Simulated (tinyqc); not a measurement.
Inside a calculation. Method: Hubbard chain of 5 sites. One step of it, computed by the program tinyqc.

Task: Mean-field iteration 1. H(up) = T + U n(down), H(down) = T + U n(up); fill the lowest levels; n(new) = n + mixing (n(out) - n); E = tr T (rho up + rho down) + U sum n_up n_down of the output.

one-body matrix (hopping and site energies) (eV), order 1, 2, 3, 4, 5:
$$\begin{pmatrix}
0.000000 & -1.460000 & 0.000000 & 0.000000 & 0.000000 \\
-1.460000 & 0.000000 & -1.460000 & 0.000000 & 0.000000 \\
0.000000 & -1.460000 & 0.000000 & -1.460000 & 0.000000 \\
0.000000 & 0.000000 & -1.460000 & 0.000000 & -1.460000 \\
0.000000 & 0.000000 & 0.000000 & -1.460000 & 0.000000
\end{pmatrix}$$

U = 1.600000 eV

electrons, up and down: [3, 2]

mixing = 1

n(up) at the start (a guess, not normalised): 1 0.650000, 2 0.550000, 3 0.650000, 4 0.550000, 5 0.650000

n(down) at the start (a guess): 1 0.350000, 2 0.450000, 3 0.350000, 4 0.450000, 5 0.350000

Give: levels, up; levels, down; energy; n(up) after iteration 1; n(down) after iteration 1.

Result:

levels, up (eV): [-1.8901, -0.8222, 0.5600, 2.1022, 3.1701]

levels, down (eV): [-1.5701, -0.5022, 1.0400, 2.4222, 3.4901]

energy = -6.1296 eV

n(up) after iteration 1: 1 0.6830, 2 0.4784, 3 0.6772, 4 0.4784, 5 0.6830

n(down) after iteration 1: 1 0.3170, 2 0.5216, 3 0.3228, 4 0.5216, 5 0.3170
